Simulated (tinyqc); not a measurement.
Worked calculation: strained quantum well: band edges, subbands and transparency. Values are carried at full precision from step to step, so a last printed digit may differ when a step is redone from the rounded ones.

Growth on (001), barriers unstrained: tr(e) = e (2 - nu2), Z = b e (1 + nu2); Ec = Ev + Eg + ac tr(e), E_HH = Ev + av tr(e) + Z, E_LH = Ev + av tr(e) - Z (coupling to the split-off band left out).

Constants: hbar^2/2m0 = 3.80998211 eV angstrom^2; hc = 1239.841984 eV nm; kB = 8.617333262e-05 eV/K.

Values chosen for the exercise (near those of an InGaAs/InP well; the results hold for these values, not for the real material):
```
symbol  value   unit           meaning
e       0.0074                 strain in the plane
nu2     0.982                  2 C12/C11
Eg      0.836   eV             unstrained gap of the well
Ev      -0.617  eV             its valence edge
ac      -6.27   eV
av      1.09    eV             Ev moves by av tr(e)
b       -1.91   eV             shear potential
Egb     1.353   eV             gap of the barrier
Evb     -0.94   eV             its valence edge
L       54      angstrom       well width
me      0.0472  m0             electron mass
g1      12.58                  gamma1
g2      4.83                   gamma2
meb     0.08    m0
g1b     5.08
g2b     1.6
T       250     K              temperature
Br      2.1     x 1e-4 cm^2/s  two-dimensional radiative coefficient
```

## Strained band edges and offsets

Give tr(e), Z, the edges Ec, E_HH, E_LH and the well depths against the barrier.

tr(e) = 0.00753
Z = -0.0280 eV

Ec, E_HH, E_LH (eV): [0.1718, -0.6368, -0.5808]

depths for e, HH, LH (eV): [0.2412, 0.3032, 0.3592]

The well is under tension, which puts LH on top, by 56 meV; the gap becomes 0.7525 eV, -83 meV from the unstrained one.

## Subband edges

Masses along z: me, 1/(g1 - 2 g2) for HH, 1/(g1 + 2 g2) for LH, likewise in the barrier; in the plane me, 1/(g1 + g2) for HH and 1/(g1 - g2) for LH (no mixing, which understates the hole masses away from k = 0). Level n solves k L + 2 atan[(k/m)/(kappa/mb)] = n pi, k = sqrt(m E/c), kappa = sqrt(mb (V - E)/c), c = hbar^2/2m0.

Up to three electron, four HH and two LH levels, on the common energy scale, with their masses in the plane.

Subbands:
```
level   E (eV)  m in the plane
e1      0.2496          0.0472
hh1    -0.6598          0.0574
lh1    -0.6631          0.1290
hh2    -0.7287          0.0574
hh3    -0.8404          0.0574
lh2    -0.9215          0.1290
```

lowest transition = 0.9094 eV
wavelength hc/E = 1363.3 nm

The top hole level is hh1, so the edge is mainly TE polarised; lh1 lies 3 meV lower, within kT at room temperature, so both polarisations contribute.

## Transparency density

Transparency (Bernard-Duraffourg): Fc - Fv equals the lowest transition energy with n = p, n = sum m/(2 pi c) kB T ln(1 + exp((Fc - E)/kB T)) and p likewise over the listed subbands; c = hbar^2/2m0, 1/angstrom^2 = 1e16/cm^2.

Solve for u = (Fc - e1)/kB T; give n_tr, the share of holes in the top subband and the current e Br n_tr^2 (e = 1.602177e-19 C).

u = 0.907
n_tr = 0.529 x 1e12/cm^2
share = 0.331
current density = 9.4 A/cm^2

For mirror-image bands u = 0 and n_tr = me kB T ln2/(2 pi c) = 0.294 x 1e12/cm^2; the heavier or more numerous hole states raise it by a factor 1.80.

## Checks

- Transparency for equal single subbands against m kB T ln2/(2 pi c): both 0.3743.

Computed by tinyqc, a small Python program: `OMP_NUM_THREADS=1 python tinyqc.py 1280570 1280571 out.jsonl` (the numbers bound the seed that draws the inputs); one thread of a shared host (Intel(R) Xeon(R) Processor @ 2.30GHz), about 0.02 s for the whole set of steps.
